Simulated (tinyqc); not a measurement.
n-type polysilicon, carrier trapping at grain boundaries: effect of the temperature.

One-dimensional grains of size Lg, uniform ionised doping N, monovalent traps Qt at each boundary at a depth Et below (for electrons) or above (for holes) the band edge there, abrupt depletion of width W on each side of a boundary, Boltzmann statistics. xi is the distance from the band edge at the grain centre to the Fermi level. Trapped charge Qt/(1 + exp((xi + VB - Et)/Vt)) = 2 N W, barrier VB = q N W^2/(2 eps0 eps_r).

NB is given at 300 K and scales as (T/300 K)^1.5. If the trap equation with xi = Vt ln(NB/N) has a root W < Lg/2, the grain is partly depleted; otherwise W = Lg/2 and the trap equation gives xi = Et - VB + Vt ln(Qt/(N Lg) - 1). N* = Qt/Lg. n0 = NB exp(-xi/Vt); mean density n0 (1 - 2 W/Lg) by charge balance in a partly depleted grain, and n0 (sqrt(pi)/2) erf(u)/u with u = sqrt(VB/Vt) in a fully depleted one; v = sqrt(kB T/(2 pi ms m0)); barrier resistivity Vt exp(VB/Vt)/(q fe n0 v Lg); grain resistivity (1 - 2 W/Lg)/(q n0 mug); effective mobility 1/(q mean density total resistivity). Rows with xi above 0.45 V, towards mid-gap, are left out, since the other carrier type is ignored.

Parameters, values chosen for the exercise; values of the order met in polycrystalline silicon:
- eps_r = 11.7 (relative permittivity)
- NB = 2.8e19 cm^-3 (conduction-band density of states at the reference temperature)
- Lg = 53 nm (grain size)
- Qt = 2.7e12 cm^-2 (trap density of a grain boundary)
- Et = 0.32 eV (depth of the trap level from the majority band edge at the boundary)
- ms = 0.37 m0 (mass for thermionic emission)
- fe = 0.5 (correction factor of the emission rate)
- mug = 85 cm^2/(V s) (mobility inside the grains)
- N = 2e18 cm^-3 (doping)

Constants: q = 1.602176634e-19 C, kB = 1.380649e-23 J/K, m0 = 9.1093837015e-31 kg, Vt = kB T/q, eps0 = 8.8541878128e-14 F/cm where lengths are in cm. Results are converted to the units shown.

The same in every row: N/N* = 3.9259.

Results:
```
T (K),depleted share 2 W/Lg,VB (V),xi (V),mean density (cm^-3),resistivity (ohm cm),effective mobility (cm^2/(V s))
200,0.25472,0.070466,0.035001,1.4906e18,0.36268,11.545
240,0.25470,0.070458,0.047657,1.4906e18,0.21312,19.647
280,0.25461,0.070409,0.061180,1.4908e18,0.15044,27.830
320,0.25426,0.070214,0.075443,1.4915e18,0.11809,35.436
400,0.25105,0.068454,0.10584,1.4979e18,0.085412,48.785
440,0.24708,0.066307,0.12185,1.5058e18,0.075560,54.856
```

Estimate the missing row, T = 360 K.

Computed row:
```
T (K),depleted share 2 W/Lg,VB (V),xi (V),mean density (cm^-3),resistivity (ohm cm),effective mobility (cm^2/(V s))
360,0.25326,0.069662,0.090354,1.4935e18,0.098645,42.366
```

With this row back in the table: As T goes from 200 to 440, VB falls from 0.0705 to 0.0663 V, the resistivity falls from 0.363 to 0.0756 ohm cm and the effective mobility rises from 11.5 to 54.9 cm^2/(V s). The activation energy kB ln(rho1/rho2)/(1/T1 - 1/T2) is 0.0550 eV between the first two rows and 0.0465 eV between the last two; mug is held fixed. For T = 200, 240 xi is under 2.5 Vt, where Boltzmann statistics begin to fail.

tinyqc, about 0.01 s, one thread, Intel Xeon 2.30GHz (shared host): `OMP_NUM_THREADS=1 python tinyqc.py 2830011 2830012 out.jsonl`
